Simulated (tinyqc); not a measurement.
Kinetics of strain relaxation and threading dislocations in mismatched semiconductor layers: one step, computed by the program tinyqc.

60-degree dislocations on {111} planes of a (001) layer, isotropic elasticity. The Schmid factor is 1/sqrt(6), and a misfit segment relieves strain with b/2.

Question. Thick uniform layer and trapping in a trench. A separate case, a thick relaxed layer. Pair reactions during growth: d rho/dh = -K rho^2 with K = 2 r_A tan(psi) and threads inclined by psi = 45 degrees (the <110> lines of {111} planes), so rho = 1/(K H) for a layer that starts with far more threads than that, as highly mismatched layers do. In a trench along [110] a thread on {111} rises at 54.74 degrees across the width, and leaves through the wall below the height w tan(54.74 degrees) = sqrt(2) w; the share of threads, evenly spread over the floor, that reach the top is max(0, 1 - a/sqrt 2) for the aspect ratio a.

Inputs (values chosen for the exercise, for a model layer):
```
quantity,value,unit
misfit f,0.0102,-
reaction radius r_A,5,nm
final thickness of a thick uniform layer H,1.4,micrometre
aspect ratio of a trench,2.9,-
```

Give: thread density at H; share that reaches the top.

Answer.

thread density at H = 7.143e+09 1/cm^2

share that reaches the top = 0

The trench traps all threads that cross it; those that run along it are not trapped. Thickness alone needs 10000 micrometre for 1e6 /cm^2. Caution: at this small misfit a layer may start with fewer threads than 1/(K H), which is then only an upper bound.
